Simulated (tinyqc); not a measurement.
Floating body of a partially depleted SOI transistor: body voltage and kink: two steps of the calculation.

Source at 0 V. Channel current Ic = 2 nf K Vt^2 [F(0) - F(Vd)](1 + la Vd), F(V) = ln^2(1 + exp((Vg - VT - nf V)/(2 nf Vt))), VT = VT0 - gb Vb. Saturation voltage Vs = 2 Vt sqrt(F(0)) + 3 Vt, excess Ve = (Vd - Vs + sqrt((Vd - Vs)^2 + 0.0004 V^2))/2, multiplication M1 = Ai Ve exp(-Bl/Ve). Each junction passes D(v) = J1 (exp(v/Vt) - 1) + J2 (exp(v/(2 Vt)) - 1). Bipolar current Ib = bb J1 (exp(Vb/Vt) - 1). The body settles where M1 (Ic + Ib) = D(Vb) + D(Vb - Vd) + Vb/Rb; drain current Id = (1 + M1)(Ic + Ib) - D(Vb - Vd).

Inputs (values chosen for the exercise); values of the order met in partially depleted silicon-on-insulator transistors: temperature T = 300 K; threshold at zero body voltage VT0 = 0.44 V; fall of the threshold per volt of body voltage gb = 0.17; slope factor nf = 1.43; gain factor per width K = 410 uA/(V^2 um); channel-length modulation factor la = 0.07 1/V; impact-ionisation prefactor Ai = 3.79 1/V; impact-ionisation voltage Bl = 7.3 V; diffusion saturation current of each junction J1 = 3.4e-13 uA/um; recombination saturation current of each junction J2 = 7.8e-8 uA/um; gain of the lateral bipolar transistor on the diffusion current bb = 0.5; resistance of a weak body tie to the source (1e9 stands for no tie, and the term is then dropped) Rb = 5000 kohm um; gate voltage Vg = 0.71 V; drain voltage Vd = 1.3 V.

Constants: q = 1.602176634e-19 C, kB = 1.380649e-23 J/K, Vt = kB T/q. Results are converted to the units shown.

Question 1. New Vb. Current into the body I_in = M1 (Ic + Ib) - D(Vb - Vd), current out I_out = D(Vb) + Vb/Rb; f = ln(I_in/I_out), s = df/dVb by central differences over 1e-5 V, Vb(new) = Vb - f/s.

Vb at the start = 0.12 V

Find: Ic; Ve; M1; I_in; I_out; f; s; Vb after iteration 1.

Answer 1.

Ic = 13.32 uA/um
Ve = 1.018 V
M1 = 0.002976
I_in = 0.03965 uA/um
I_out = 0.02400 uA/um
f = 0.5020
s = -8.126 1/V
Vb after iteration 1 = 0.1818 V

Question 2. Drain current with floating and with grounded body. Id and VT at the converged Vb, Id at Vb = 0, their ratio, and the bipolar share Ib/(Ic + Ib).

converged Vb = 0.20103824 V

Give: VT; Id, floating; Id, grounded; ratio; bipolar share.

Answer 2.

VT = 0.4058 V
Id, floating = 14.63 uA/um
Id, grounded = 11.60 uA/um
ratio = 1.261
bipolar share = 2.777e-9 %

The body rises to 0.201 V and lowers the threshold by 34.2 mV.

Range of the model: The multiplication law is an empirical form chosen for the exercise; self-heating and capacitive coupling to the body are left out, and the linear laws are rough once Vb passes about 0.7 V or M1 about 0.1.

Computed by the program tinyqc: `OMP_NUM_THREADS=1 python tinyqc.py 2182001 2182002 out.jsonl`, one thread of a shared Intel Xeon 2.30GHz, about 0.2 s for the whole run.
